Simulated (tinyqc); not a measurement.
Electroplating on a thin resistive seed layer: kinetics, Wagner number and the terminal effect across a wafer: one step, computed by the program tinyqc. Command: `OMP_NUM_THREADS=1 python tinyqc.py 3121046 3121047 out.jsonl terminal walk`. One thread of a shared host (Intel(R) Xeon(R) Processor @ 2.30GHz), about 0.02 s of CPU time with the checks.

Current enters the seed at the rim. The bath is treated as a local resistance per area (no lateral flow in the liquid), two electrons per ion, molar volume 7.11 cm^3/mol, Faraday constant F = e N_A, kinematic viscosity 0.01 cm^2/s, omega = 2 pi x rpm/60; k_B T/e is in volts.

Task: Linear estimate of the terminal effect. Linearised: with R_t = kinetic + bath resistance the current density obeys (1/r)(r i')' = i R_s/R_t, so i = A I_0(r/l), l = sqrt(R_t/R_s); with x = R/l, edge/centre = I_0(x) and edge/mean = x I_0(x)/(2 I_1(x)). Voltage drop in the seed for a uniform current: i R_s R^2/4.

Inputs (values chosen for the exercise, of the order of those for copper plating from an acid sulfate bath): wafer radius R = 10 cm; mean current density = 6.9 mA/cm^2; temperature T = 298 K.

kinetic resistance = 4.538645 ohm cm^2

bath resistance R_b = 306.1111 ohm cm^2

sheet resistance R_s = 6.190476 ohm/square

Give: length l; x = R/l; edge over centre, linear; edge over mean, linear; drop for uniform current.

Result:

length l = 7.0839 cm

x = R/l = 1.4116

edge over centre, linear = 1.5638

edge over mean, linear = 1.2307

drop for uniform current = 1067.9 mV
